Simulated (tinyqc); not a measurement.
Inside a calculation. Method: plane-wave Kohn-Sham cycle with exchange-only LDA in a layered model solid. One step of it, computed by the program tinyqc.

Task: Iteration 2: Hamiltonian at one k. H(m,m') = (k + G_m)^2/2 delta + V(G_m - G_m'), with V(-G) = V(G).

A solid whose potential varies along x alone (atomic units):
```
parameter                      value
period a                    9.500000
cross-section of the cell  19.000000
electrons per cell                 2
grid points                       16
plane waves -n..n, n               3
k points                           1
V1 in V1 cos(2 pi x/a)     -0.300000
```

V(G_m), m = 0, 1, 2, ... (hartree): -0.217387  -0.099511  0.001446  0.000021  0.000070  0.000016  0.000000

k = 0.000000 2 pi / a

Give: H.

Result:

H (hartree):
```
        -3      -2      -1      +0      +1      +2      +3
-3   1.751  -0.100   0.001   0.000   0.000   0.000   0.000
-2  -0.100   0.657  -0.100   0.001   0.000   0.000   0.000
-1   0.001  -0.100   0.001  -0.100   0.001   0.000   0.000
+0   0.000   0.001  -0.100  -0.217  -0.100   0.001   0.000
+1   0.000   0.000   0.001  -0.100   0.001  -0.100   0.001
+2   0.000   0.000   0.000   0.001  -0.100   0.657  -0.100
+3   0.000   0.000   0.000   0.000   0.001  -0.100   1.751
```
